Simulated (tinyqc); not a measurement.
Resistive crossbar, vector-matrix product with wire resistance: one step of the calculation.

3 rows and 2 columns. Cell (i, j) joins row node wij to column node bij. Each row is driven at its left end through one wire segment rw; neighbouring nodes along a row or a column are joined by rw; each column ends below the last row in one more rw and a virtual ground, where its current is read. Ideal output: I_j = sum_i V_i G_ij.

Task. Error against the ideal product. Ideal I_j = sum_i V_i G_ij; error = I/ideal - 1.

Parameters, values chosen for the exercise: input voltages of the rows V = [0.25, 0.26, 0.17] V.

cell conductances G (uS):
```
       column 1  column 2
row 1       280       130
row 2       380       300
row 3       370       360
```

column currents (uA): column 1 229.17051, column 2 169.97730

Give: ideal currents; error.

Result.

ideal currents (uA): column 1 231.7, column 2 171.7
error (%): column 1 -1.092, column 2 -1.003

The largest error is in column 1. All currents fall short, since the wires take part of the voltage.

Numbers from tinyqc (`OMP_NUM_THREADS=1 python tinyqc.py 2880103 2880104 out.jsonl`; about 0.04 s on one thread of a shared Intel Xeon 2.30GHz).
